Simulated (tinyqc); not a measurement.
sp3s* tight binding, step by step. Values are carried at full precision from step to step, so a last printed digit may differ when a step is redone from the rounded ones.

sp3s* tight binding, nearest neighbours only: anion (a) at 0, cation (c) at a/4 (1,1,1), orbitals s, px, py, pz, s* on each; k in units of 2 pi/a. With phases e_j = exp(i (pi/2) k.n_j) for n = (1,1,1), (1,-1,-1), (-1,1,-1), (-1,-1,1): g0 = (e1+e2+e3+e4)/4, g1 = (e1+e2-e3-e4)/4, g2 = (e1-e2+e3-e4)/4, g3 = (e1-e2-e3+e4)/4. The diagonal holds the levels Esa, Epa, Exa (s*) and Esc, Epc, Exc. Anion-cation block: <sa|sc> = Vss g0; <sa|xc> = Vsapc g1; <xa|sc> = -Vscpa g1; <xa|xc> = Vxx g0; <xa|yc> = <ya|xc> = Vxy g3, <xa|zc> = <za|xc> = Vxy g2, <ya|zc> = <za|yc> = Vxy g1; <s*a|xc> = Vxapc g1; <xa|s*c> = -Vpaxc g1; y and z take g2 and g3 in place of g1; s-s* and s*-s* vanish.

Constants: hbar^2/2m0 = 3.80998211 eV angstrom^2.

Inputs chosen for the exercise (near a published set for Ge, fitted to gaps, whose masses and valley positions are rough; not measured data):

| symbol | value | unit | meaning |
|---|---|---|---|
| k | (0.4, 0.47, 0.04) | 2 pi/a | wave vector |
| Esa | -5.835 | eV | s level of the anion |
| Epa | 1.601 | eV | p level of the anion |
| Esc | -5.835 | eV | s level of the cation |
| Epc | 1.601 | eV | p level of the cation |
| Exa | 6.385 | eV | s* level of the anion |
| Exc | 6.385 | eV | s* level of the cation |
| Vss | -6.834 | eV | s-s |
| Vxx | 1.606 | eV | px-px |
| Vxy | 4.865 | eV | px-py |
| Vsapc | 5.473 | eV | s anion, p cation |
| Vscpa | 5.473 | eV | s cation, p anion |
| Vxapc | 5.218 | eV | s* anion, p cation |
| Vpaxc | 5.218 | eV | p anion, s* cation |
| a | 5.662 | angstrom | lattice constant |

## Phase sums

Form g0 to g3 at this k.

g0, g1, g2, g3: 0.59719-0.02484i  -0.03419+0.43389i  -0.02730+0.54340i  -0.39481+0.03757i

## The Hamiltonian without spin-orbit coupling

Fill in the 10 x 10 matrix.

H(k) (eV), lower triangle (Hermitian):
```
                  sa               xa               ya               za              s*a       sc
sa           -5.8350
xa                 0           1.6010
ya                 0                0           1.6010
za                 0                0                0           1.6010
s*a                0                0                0                0           6.3850
sc   -4.0812-0.1698i   0.1871+2.3747i   0.1494+2.9741i   2.1608+0.2056i                0  -5.8350
xc   -0.1871-2.3747i   0.9591+0.0399i  -1.9207-0.1828i  -0.1328-2.6437i  -0.1784-2.2640i        0
yc   -0.1494-2.9741i  -1.9207-0.1828i   0.9591+0.0399i  -0.1663-2.1109i  -0.1424-2.8355i        0
zc   -2.1608-0.2056i  -0.1328-2.6437i  -0.1663-2.1109i   0.9591+0.0399i  -2.0601-0.1961i        0
s*c                0   0.1784+2.2640i   0.1424+2.8355i   2.0601+0.1961i                0        0

         xc      yc      zc     s*c
xc   1.6010
yc        0  1.6010
zc        0       0  1.6010
s*c       0       0       0  6.3850
```

## Levels at this k

Diagonalise H, which belongs to k = (0.4, 0.47, 0.04) (2 pi/a). Four bands are filled (two electrons each); give the make-up of band 5, the lowest empty one.

levels (eV): -11.3378  -6.2535  -2.6705  -1.3512  1.4427  1.9116  4.5573  5.5941  8.9629  9.8504

weights of band 5: s 0.485, p 0.320, s* 0.195

weight of band 5 on atom a = 0.500

The vertical gap at this k is 2.7939 eV; band 5 is mostly s-like.

## Levels at Gamma

At k = 0 only g0 = 1 is left and H falls into 2 x 2 blocks [[E_a, V], [V, E_c]] with roots (E_a + E_c)/2 -/+ sqrt(((E_a - E_c)/2)^2 + V^2); the s* levels stay uncoupled. The direct gap runs from the highest lower root of the p blocks to the lowest upper root.

Blocks at Gamma (eV):

| block | E_a | E_c | V | lower root | upper root |
|---|---|---|---|---|---|
| s (Gamma1) | -5.8350 | -5.8350 | -6.8340 | -12.6690 | 0.9990 |
| p (Gamma15) | 1.6010 | 1.6010 | 1.6060 | -0.0050 | 3.2070 |

direct gap at Gamma = 1.0040 eV

The lowest empty level at Gamma is s-like.

## Bands near the gap

Diagonalise at L = (1/2,1/2,1/2), X = (1,0,0), W = (1,1/2,0), K = (3/4,3/4,0) and at the fractions named between them; energies from the top of the valence band at Gamma; 4 bands are filled.

Levels (eV):

| k | level 2 | level 3 | level 4 | level 5 | level 6 |
|---|---|---|---|---|---|
| L | -7.943 | -1.629 | -1.629 | 0.822 | 2.432 |
| L-G 0.5 | -4.697 | -0.948 | -0.948 | 1.258 | 2.974 |
| G | 0.000 | 0.000 | 0.000 | 1.004 | 3.212 |
| G-X 0.2 | -1.542 | -0.537 | -0.537 | 1.875 | 2.633 |
| G-X 0.4 | -3.685 | -1.535 | -1.535 | 1.695 | 2.200 |
| G-X 0.6 | -5.765 | -2.441 | -2.441 | 1.029 | 1.922 |
| G-X 0.7 | -6.723 | -2.790 | -2.790 | 0.857 | 1.681 |
| G-X 0.8 | -7.610 | -3.047 | -3.047 | 0.798 | 1.422 |
| G-X 0.9 | -8.421 | -3.206 | -3.206 | 0.843 | 1.178 |
| X | -9.155 | -3.259 | -3.259 | 0.977 | 0.977 |
| W | -9.155 | -3.259 | -3.259 | 0.977 | 0.977 |
| K | -8.696 | -3.507 | -2.782 | 0.898 | 1.161 |
| K-G 0.5 | -5.432 | -2.323 | -1.006 | 1.601 | 2.164 |

On these points the lowest empty level is lowest at G-X 0.8, 0.798 eV above the top.

## Valleys and masses

The lowest conduction level at Gamma, at its minimum on (x,0,0) for x from 0.5 to 1, and at the point L (L, and X where the search ends there, need not be minima in this model; a zero or negative inverse mass shows it). Inverse masses m0/m = (E(+h) + E(-h) - 2 E)/(2 c q^2) with c = hbar^2/2m0, q = h 2 pi/a, h = 0.002; longitudinal along the valley axis ([100] at Gamma and Delta, [111] at L), transverse along [010] or [1-10]. A dash: the next level lies within 0.15 eV, so a single mass has no use there.

Valleys:

| valley | x (2 pi/a) | E - Ev (eV) | m0/m_l | m0/m_t |
|---|---|---|---|---|
| Gamma | 0.0000 | 1.0040 | 13.89 | 13.89 |
| Delta | 0.8049 | 0.7980 | 1.11 | 0.54 |
| L | 0.5000 | 0.8217 | 0.41 | 1.25 |

Of these three the lowest is the Delta line, which makes the gap indirect, 0.7980 eV. The unshifted set has its lowest valley at L, so the random shifts have changed the order. At Delta m0/m_t is 0.54. This nearest-neighbour model is fitted to gaps: it places the Delta minimum and the masses at Delta and L only roughly (transverse masses can be several times too heavy), and since its bands are flat from X to W the transverse mass grows too heavy towards X; d orbitals or second neighbours cure this.

## Checks

- Direct gap at Gamma from the blocks against the full matrix: both 1.00400.

(tinyqc, `OMP_NUM_THREADS=1 python tinyqc.py 1451109 1451110 out.jsonl`, Intel(R) Xeon(R) Processor @ 2.30GHz, 1 thread, shared host, about 0.08 s.)
